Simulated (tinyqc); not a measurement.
Worked calculation: empirical pseudopotential in a few plane waves. Computed by tinyqc, a small Python program that keeps every step. Settings: plane-wave index or count = 15. Command: `OMP_NUM_THREADS=1 python tinyqc.py 26585 26586 out.jsonl` (the two numbers bound the seeds that draw the settings). One thread of a shared host (Intel(R) Xeon(R) Processor @ 2.60GHz), about 0.2 s of CPU time with the checks.

## Bloch Hamiltonian at G

Parameters chosen for this model: fcc lattice, atoms at +/- a/8 (1,1,1); form factors in rydberg at |G|^2 in units of (2 pi/a)^2:
```
parameter                 value      unit
a                      6.150000  angstrom
VS(3)                 -0.202000        Ry
VS(8)                  0.030000        Ry
VS(11)                 0.069000        Ry
VA(3)                         0        Ry
VA(4)                         0        Ry
VA(11)                        0        Ry
hbar^2/2m (2 pi/a)^2   3.976788        eV
```

k point G (2 pi / a): 0  0  0

Basis: the 15 shortest G (labels in 2 pi/a), the same at every k. H(G,G') = c |k + G|^2 delta + VS(|G-G'|^2) cos((G-G').tau) + i VA sin((G-G').tau), tau = a/8 (1,1,1); 1 Ry = 13.605693 eV.

H(k) at G (eV):
```
         +0+0+0   -1-1-1   -1-1+1   -1+1-1   -1+1+1   +1-1-1   +1-1+1   +1+1-1
+0+0+0   0.0000   1.9434  -1.9434  -1.9434  -1.9434  -1.9434  -1.9434  -1.9434
-1-1-1   1.9434  11.9304   0.0000   0.0000  -0.4082   0.0000  -0.4082  -0.4082
-1-1+1  -1.9434   0.0000  11.9304   0.4082   0.0000   0.4082   0.0000   0.0000
-1+1-1  -1.9434   0.0000   0.4082  11.9304   0.0000   0.4082   0.0000   0.0000
-1+1+1  -1.9434  -0.4082   0.0000   0.0000  11.9304   0.0000   0.4082   0.4082
+1-1-1  -1.9434   0.0000   0.4082   0.4082   0.0000  11.9304   0.0000   0.0000
+1-1+1  -1.9434  -0.4082   0.0000   0.0000   0.4082   0.0000  11.9304   0.4082
+1+1-1  -1.9434  -0.4082   0.0000   0.0000   0.4082   0.0000   0.4082  11.9304
+1+1+1   1.9434   0.0000  -0.4082  -0.4082   0.0000  -0.4082   0.0000   0.0000
-2+0+0   0.0000  -1.9434  -1.9434  -1.9434   1.9434   0.6638  -0.6638  -0.6638
+0-2+0   0.0000  -1.9434  -1.9434   0.6638  -0.6638  -1.9434   1.9434  -0.6638
+0+0-2   0.0000  -1.9434   0.6638  -1.9434  -0.6638  -1.9434  -0.6638   1.9434
+0+0+2   0.0000  -0.6638   1.9434  -0.6638  -1.9434  -0.6638  -1.9434   0.6638
+0+2+0   0.0000  -0.6638  -0.6638   1.9434  -1.9434  -0.6638   0.6638  -1.9434
+2+0+0   0.0000  -0.6638  -0.6638  -0.6638   0.6638   1.9434  -1.9434  -1.9434

         +1+1+1   -2+0+0   +0-2+0   +0+0-2   +0+0+2   +0+2+0   +2+0+0
+0+0+0   1.9434   0.0000   0.0000   0.0000   0.0000   0.0000   0.0000
-1-1-1   0.0000  -1.9434  -1.9434  -1.9434  -0.6638  -0.6638  -0.6638
-1-1+1  -0.4082  -1.9434  -1.9434   0.6638   1.9434  -0.6638  -0.6638
-1+1-1  -0.4082  -1.9434   0.6638  -1.9434  -0.6638   1.9434  -0.6638
-1+1+1   0.0000   1.9434  -0.6638  -0.6638  -1.9434  -1.9434   0.6638
+1-1-1  -0.4082   0.6638  -1.9434  -1.9434  -0.6638  -0.6638   1.9434
+1-1+1   0.0000  -0.6638   1.9434  -0.6638  -1.9434   0.6638  -1.9434
+1+1-1   0.0000  -0.6638  -0.6638   1.9434   0.6638  -1.9434  -1.9434
+1+1+1  11.9304  -0.6638  -0.6638  -0.6638  -1.9434  -1.9434  -1.9434
-2+0+0  -0.6638  15.9072   0.4082   0.4082  -0.4082  -0.4082   0.0000
+0-2+0  -0.6638   0.4082  15.9072   0.4082  -0.4082   0.0000  -0.4082
+0+0-2  -0.6638   0.4082   0.4082  15.9072   0.0000  -0.4082  -0.4082
+0+0+2  -1.9434  -0.4082  -0.4082   0.0000  15.9072   0.4082   0.4082
+0+2+0  -1.9434  -0.4082   0.0000  -0.4082   0.4082  15.9072   0.4082
+2+0+0  -1.9434   0.0000  -0.4082  -0.4082   0.4082   0.4082  15.9072
```

## Levels at G

Diagonalise the Hermitian matrix.

eigenvalues (eV): -1.9944  8.0581  8.0581  8.0581  10.4023  11.5222  11.5222  11.5222  15.0908  15.0908  15.1493  19.3713  19.3713  19.3713  20.2924

## Bands along a path

The same steps at evenly spaced points between the labelled ones.

Bands along the path (eV), lowest eight:
```
k          band 1  band 2  band 3  band 4   band 5   band 6   band 7   band 8
L         -0.0473  2.5650  7.3967  7.3967  10.0303  12.4514  12.4514  15.6743
L-G 0.25  -0.6628  3.4094  7.4040  7.4040  10.0940  12.3513  12.3513  15.8385
L-G 0.50  -1.3677  4.9645  7.6048  7.6048  10.4038  12.2627  12.2627  14.1953
L-G 0.75  -1.8344  6.7910  7.8990  7.8990  10.7919  11.8209  11.8209  12.1789
G         -1.9944  8.0581  8.0581  8.0581  10.4023  11.5222  11.5222  11.5222
G-X 0.25  -1.7803  6.7773  7.6280  7.6280  11.0105  11.6208  12.2935  12.2935
G-X 0.50  -1.1434  4.9041  6.9461  6.9461  10.2913  11.6775  13.9830  13.9830
G-X 0.75  -0.1007  3.1274  6.5118  6.5118   9.9544  10.5729  16.0684  16.0684
X          1.3160  1.5633  6.4678  6.4678   9.9149  10.1624  18.4277  18.4277
```

With 4 band(s) filled, the highest filled level on these points lies at G and the lowest empty one at X: a gap of 1.8568 eV, indirect. This holds for the small fixed basis; with all plane waves up to |k + G|^2 = 21 (2 pi/a)^2 the gap along the path is 1.70 eV.

## Convergence with the number of plane waves

Levels at G counted from the fourth one.

Levels (eV):
```
plane waves   level 1  level 5  level 8
9            -13.5166        0   1.6327
15           -10.0525   2.3442   3.4641
27            -9.4483   2.9672   3.3942
51            -9.5662   3.1158   3.5406
59            -9.6235   3.1050   3.3675
65            -9.6411   3.1050   3.3239
89            -9.5997   3.0832   3.3608
```
